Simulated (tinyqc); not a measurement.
# AlGaN/GaN HEMT with access regions, lumped model, step by step

tinyqc, about 0.02 s, one thread, Intel Xeon 2.30GHz (shared host): `OMP_NUM_THREADS=1 python tinyqc.py 2570115 2570116 out.jsonl` Printed values are rounded.

A polarisation-induced electron sheet under a Schottky gate, in series with two ungated access regions and contacts. Drift law v = mu E/(1 + mu E/vs) under the gate. Currents in mA/mm, resistances in ohm mm. No self-heating, no channel-length modulation; fits for polarisation, barrier and offset are chosen for the exercise.

Parameters, values chosen for the exercise; values close to those of AlGaN/GaN structures:
- x = 0.2 (aluminium share of the barrier)
- d = 25 nm (barrier thickness)
- eps_r = 9.1 (relative permittivity of barrier and channel)
- mu = 1400 cm^2/(V s) (channel mobility)
- vs = 1.4e7 cm/s (saturation velocity)
- Lg = 0.25 um (gate length)
- Ls = 0.5 um (source access length)
- Ld = 2 um (drain access length)
- Rc = 0.21 ohm mm (resistance of each contact)
- ft = 0 (share of the drain-access electrons removed by traps)
- Vg = -1 V (gate voltage)
- Vd = 2 V (drain voltage)
- Ec = 3.1 MV/cm (critical field)
- te = 0.18 um (depth over which the depleted charge spreads)
- tf = 300 nm (insulator under the field plate)
- ei = 7.5 (relative permittivity of that insulator)

Constants: q = 1.602176634e-19 C, eps0 = 8.8541878128e-14 F/cm where lengths are in cm. Results are converted to the units shown.

## Polarisation charge, threshold and sheet resistance

sigma = (5e13 x + 1.6e13 x^2) cm^-2, phiB = 0.84 + 1.3 x, dEc = 0.7 (1.71 x + x^2) in volts, Cb = eps0 eps_r/d, VT = phiB - dEc - q sigma/Cb, access density n0 = -Cb VT/q. Rsh = 1/(q mu n0); largest access current q n0 vs.

sigma = 1.064e13 cm^-2
Cb = 0.322292 uF/cm^2
VT = -4.45675 V
n0 = 8.96515e12 cm^-2
Rsh = 497.283 ohm
q n0 vs = 2010.93 mA/mm

## Iteration 1: drain current

I at the start = 670 mA/mm

Access resistance R(L, n) = L/(q mu n sqrt(1 - (I/(q n vs))^2)); Rs = Rc + R(Ls, n0), Rd = Rc + R(Ld, (1 - ft) n0). Vg' = Vg - I Rs, Vd' = Vd - I (Rs + Rd); with u = Vg' - VT, Vc = vs Lg/mu and w the smaller of Vd' and Vc [sqrt(1 + 2 u/Vc) - 1] (0 if negative), the channel gives (mu Cb/Lg)(u w - w^2/2)/(1 + w/Vc). I(new) = I + 0.5 (channel current - I).

Rs = 0.473709 ohm mm
Rd = 1.26484 ohm mm
Vg' = -1.31739 V
Vd' = 0.835174 V
channel current = 945.165 mA/mm
I after iteration 1 = 807.583 mA/mm

## Iteration 2: drain current

As before.

Rs = 0.481497 ohm mm
Rd = 1.29599 ohm mm
Vg' = -1.38885 V
Vd' = 0.564533 V
channel current = 871.128 mA/mm
I after iteration 2 = 839.355 mA/mm

## Course of the iteration: drain current

Stop when I changes by less than 1e-6 mA/mm, or after 60 iterations. I must stay below q (1 - ft) n0 vs.

Course of the iteration:
```
iteration  I (mA/mm)  |change| (mA/mm)
1            807.583               138
2            839.355              31.8
3            840.757              1.40
4            840.740            0.0176
5            840.740           2.66e-4
6            840.740           4.02e-6
7            840.740           6.07e-8
```

Converged in 7 iterations. At the end each change is about 0.015 times the one before, with alternating sign: linear convergence. Of Vd, 24.8 % reaches the channel; the access current is 42 % of its limit.

## On-resistance and breakdown

sigma = (5e13 x + 1.6e13 x^2) cm^-2, phiB = 0.84 + 1.3 x, dEc = 0.7 (1.71 x + x^2) in volts, Cb = eps0 eps_r/d, VT = phiB - dEc - q sigma/Cb, access density n0 = -Cb VT/q. Ron = 2 Rc + Ls/(q mu n0) + Ld/(q mu (1 - ft) n0) + Lg/(mu Cb (Vg - VT)). Off state: a depleted stretch that holds the voltage V has the peak field sqrt(k V), k = 2 q n0/(eps0 eps_r te), so one edge holds V1 = Ec^2/k. The sheet under the plate pinches off at Vf = q n0 (1/Cb + tf/(eps0 ei)); beyond it the gate edge is screened. BV = V1 if Vf >= V1, else Vf + V1, and at most Ec Ld. Specific resistance Ron (Ls + Lg + Ld); figure of merit BV^2 over it.

Ron = 1.82349 ohm mm
Vf = 69.3470 V
V1 = 48.5163 V
BV = 48.5163 V
specific resistance = 0.0501461 mohm cm^2
figure of merit = 46.9396 MW/cm^2

The plate pinches off too late to screen the gate edge, so it adds nothing.
